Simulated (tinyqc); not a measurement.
# MOSFET in the linear regime without short-channel effects, parameter extraction from computed curves, step by step

tinyqc, about 0.01 s, one thread, Intel Xeon 2.30GHz (shared host): `OMP_NUM_THREADS=1 python tinyqc.py 2210023 2210024 out.jsonl` Printed values are rounded.

Inversion charge Q = Cox n Vt W0(exp((Vg - VT)/(n Vt))), W0 the Lambert function and n = nf; u = Q/Cox; mobility mu = mu0/(1 + th1 u + th2 u^2); channel resistance Rch = (L - dL)/(W mu Q); Id = Vd/(Rch + Rsd/W). Cox = eps0 eox/tox. Small Vd, no channel-length or drain effects.

Parameters, values chosen for the exercise; channel values of the order met in silicon transistors: temperature T = 300 K; relative permittivity of the gate insulator (close to silicon dioxide) eox = 3.9; insulator thickness tox = 7 nm; low-field mobility mu0 = 170 cm^2/(V s); first mobility attenuation factor th1 = 0.21 1/V; second mobility attenuation factor th2 = 0 1/V^2; threshold voltage VT = 0.44 V; body factor nf = 1.07; gate width W = 1 um; drawn gate length L = 0.067 um; drawn less effective length dL = 0.003 um; source plus drain resistance Rsd = 400 ohm um; drain voltage Vd = 0.02 V.

Constants: q = 1.602176634e-19 C, kB = 1.380649e-23 J/K, Vt = kB T/q, eps0 = 8.8541878128e-14 F/cm where lengths are in cm. Results are converted to the units shown.

## Transfer curve

Vg, point 0 to 11 (V): 0.24  0.34  0.44  0.54  0.64  0.74  0.84  0.94  1.04  1.14  1.24  1.34

u, mu, Rch and Id as defined.

```
point       u (V)  mu (cm^2/(V s))  Rch (ohm)     Id (uA)
0      2.00223e-5          169.999  3.81156e7  5.24714e-4
1      7.25216e-4          169.974  1.05248e6   0.0189955
2       0.0156881          169.442    48806.0    0.406454
3       0.0731137          167.429    10598.3     1.81847
4        0.152736          164.717    5156.87     3.59915
5        0.240210          161.836    3337.31     5.35144
6        0.331315          158.941    2463.69     6.98400
7        0.424462          156.087    1958.21     8.48101
8        0.518905          153.295    1630.98     9.84748
9        0.614240          150.577    1402.71     11.0944
10       0.710223          147.936    1234.80     12.2339
11       0.806700          145.373    1106.29     13.2776
```

## Threshold and mobility at the peak transconductance

gm_i = (Id_(i+1) - Id_(i-1))/(Vg_(i+1) - Vg_(i-1)); at the point j of largest gm the tangent meets the axis at V_ext = Vg_j - Id_j/gm_j; field-effect mobility gm_j L/(W Cox Vd) with the drawn L.

gm, point 1 to 10 (uS): 2.02965  8.99738  15.9635  17.6648  16.9243  15.6479  14.3174  13.0670  11.9322  10.9162
j = 4
V_ext = 0.436254 V
field-effect mobility = 119.961 cm^2/(V s)

V_ext is 3.7 mV below the model VT, and the mobility so found is 33 % below mu0 L/(L - dL) = 178 cm^2/(V s), the value for the drawn L; attenuation, series resistance and the slow approach of Q to a straight line all lower the peak gm.

## The Y function

Y_i = Id_i/sqrt(gm_i). For Id = beta Vd x/(1 + th x), x = Vg - VT, Y = sqrt(beta Vd) x whatever th. Slope s from points 7 and 10; VT_Y = Vg - Y/s at point 10; beta = s^2/Vd; mobility beta L/(W Cox) with the drawn L; th* = (beta Vd x/Id - 1)/x at point 10.

Y, point 1 to 10 (uA^0.5 V^0.5): 0.0133334  0.135505  0.455138  0.856337  1.30081  1.76554  2.24138  2.72419  3.21177  3.70279
s = 4.87138 uA^0.5 V^-0.5
VT_Y = 0.479888 V
beta = 1186.52 uA/V^2
mobility from Y = 161.151 cm^2/(V s)
th* = 0.624120 1/V

The mobility from Y is 9.4 % below mu0 L/(L - dL) = 178 cm^2/(V s), which it should reach in deep inversion when th2 = 0. th* compares with th1 + mu0 Cox Rsd/(L - dL) = 0.734 1/V, since series resistance enters like th1.
